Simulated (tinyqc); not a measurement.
Electron continuity equation in a given potential, Scharfetter-Gummel discretisation: two steps of the calculation.

Steady state in one dimension: J = q mu n E + q D dn/dx with E = -dpsi/dx and D = mu Vt, dJ/dx = q (n/tau - G), fixed densities nL and nR at the ends. The potential is given, psi = U x/L - Ub exp(-((x/L - xb)/sb)^2), and is not changed by the electrons.

Values chosen for this exercise; mobility close to that of gallium arsenide at room temperature:
- T = 293 K (temperature)
- mu = 8050 cm^2/(V s) (electron mobility)
- L = 0.18 um (length of the region)
- nL = 2.2e14 cm^-3 (density at x = 0)
- nR = 0 cm^-3 (density at x = L)
- tau = 2.4e-12 s (lifetime)
- G = 2.5e26 cm^-3 s^-1 (uniform generation rate)

Constants: q = 1.602176634e-19 C, kB = 1.380649e-23 J/K, Vt = kB T/q. Results are converted to the units shown.

Task 1. Bernoulli factors. d_i = (psi_(i+1) - psi_i)/Vt; B(d) = d/(exp(d) - 1), B(0) = 1. The flux on interval i is J_i = (q D/h) [n_(i+1) B(d_i) - n_i B(-d_i)].

psi, node 0 to 9 (V): 0.00000000  0.11000000  0.22000000  0.32998830  0.43616801  0.49044692  0.61609464  0.76846445  0.87999745  0.99000000

Wanted: d_i; B(d_i); B(-d_i).

Result 1.

```
interval     d_i    B(d_i)  B(-d_i)
0         4.3566  0.056583   4.4132
1         4.3566  0.056583   4.4132
2         4.3562  0.056604   4.4128
3         4.2053  0.063675   4.2690
4         2.1498   0.28350   2.4333
5         4.9764  0.034570   5.0110
6         6.0347  0.014483   6.0492
7         4.4174  0.053951   4.4713
8         4.3567  0.056579   4.4133
```

The largest |d_i| is 6.03, above 2, where central differences lose the sign pattern that keeps densities positive.

Task 2. Tridiagonal system for the inner nodes. Row i (1 to 8): B(-d_(i-1)) n_(i-1) + b_i n_i + B(d_i) n_(i+1) = f_i with b_i = -B(-d_i) - B(d_(i-1)) - h^2/(D tau) and f_i = -G h^2/D; the known end values are moved to the right: f_1 loses B(-d_0) nL and f_8 loses B(d_8) nR. h = L/9, D = mu Vt.

```
interval       B(d_i)    B(-d_i)
0         0.056583462  4.4132285
1         0.056583465  4.4132284
2         0.056604000  4.4127858
3         0.063675458  4.2690145
4          0.28350429  2.4332672
5         0.034570325  5.0109568
6         0.014482581  6.0492207
7         0.053950999  4.4713119
8         0.056578990  4.4133249
```

Wanted: diagonal b; right side f.

Result 2.

```
node  diagonal b  right side f (cm^-3)
1         -4.478             -9.758e14
2         -4.478             -4.920e12
3         -4.334             -4.920e12
4         -2.505             -4.920e12
5         -5.303             -4.920e12
6         -6.092             -4.920e12
7         -4.494             -4.920e12
8         -4.475             -4.920e12
```

Range of the model: The drift velocity mu E exceeds 1e7 cm/s somewhere, where real mobilities no longer stay constant.

Computed by the program tinyqc: `OMP_NUM_THREADS=1 python tinyqc.py 2220104 2220105 out.jsonl`, one thread of a shared Intel Xeon 2.30GHz, about 0.01 s for the whole run.
